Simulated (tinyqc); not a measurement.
Critical temperature from a phonon spectrum: McMillan, Allen-Dynes and the linearised Eliashberg equation: one step, computed by the program tinyqc. Command: `OMP_NUM_THREADS=1 python tinyqc.py 3001197 3001198 out.jsonl eliashberg walk`. One thread of a shared host (Intel(R) Xeon(R) Processor @ 2.30GHz), about 0.02 s of CPU time with the checks.

alpha^2 F(omega) = sum_i (lambda_i omega_i/2) delta(omega - omega_i), so that lambda = 2 int alpha^2 F/omega d omega = sum_i lambda_i.

Problem. Isotope exponent. T_c ~ M^(-a). All omega_i scale as M^(-1/2) at fixed lambda, but mu* = mu/(1 + mu ln(E_F/omega)) changes: d mu*/d ln omega = mu*^2. In the McMillan form a = (1/2) [1 - 1.04 (1 + lambda)(1 + 0.62 lambda) mu*^2/(lambda - mu* (1 + 0.62 lambda))^2].

Inputs (values chosen for the exercise, for a model metal): Coulomb pseudopotential mu* = 0.15.

Peaks in alpha^2 F: one.

lambda = 0.611

Give: isotope exponent a.

Solution.

isotope exponent a = 0.3409

The Coulomb term lowers the exponent below 1/2: lighter ions raise the prefactor but also mu*.
